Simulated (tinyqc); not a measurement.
Potential-pH (Pourbaix) lines of a metal, its cation, its oxide and an oxyanion, with a complexing ligand: one step, computed by the program tinyqc.

Potentials are against the standard hydrogen electrode; solids and water have unit activity; dG_f of M, H+ and the electron is zero; F = e N_A and s = R T ln(10)/F. The cation carries z = 2.

Question. The stable species at (pH, E). M2+ + 2e = M; MO + 2H+ + 2e = M + H2O; MO2(2-) + 4H+ + 2e = M + 2H2O. For each, E0 = -dG/(z F), and E = E0 + (s/z) log10 a - (s n_H/z) pH, with no activity term for the oxide. The metal is stable below the lowest of the three lines; above it, the species of the lowest line is stable. Water lines at 1 bar: hydrogen E = -s pH, oxygen E = -dG_f(water)/(2F) - s pH.

Inputs (values chosen for the exercise, modelled on nickel):
```
quantity                             value    unit
dG_f of water                      -237.14  kJ/mol
temperature T                       298.15       K
log10 of the dissolved activity a       -5       -
pH                                     1.7       -
potential E                           0.61       V
```

Species: M, M2+, MO, MO2(2-).

E0 (V): cation -0.2397774, oxide 0.1271178, oxyanion 0.9742413

s = 0.05915935 V

Constants: e = 1.602176634e-19 C; N_A = 6.02214076e+23 1/mol.

Give: lines at this pH; upper limit of immunity; hydrogen line; oxygen line; E above the limit of immunity.

Answer.

lines at this pH (V): cation -0.3877, oxide 0.0265, oxyanion 0.6252

upper limit of immunity = -0.3877 V

hydrogen line = -0.1006 V

oxygen line = 1.128 V

E above the limit of immunity = 0.9977 V

Stable here: the cation (corrosion). Water itself can oxidise the metal at this pH. Caution: other oxidation states, hydroxides and hydrides are left out, and the lines say nothing of rates.
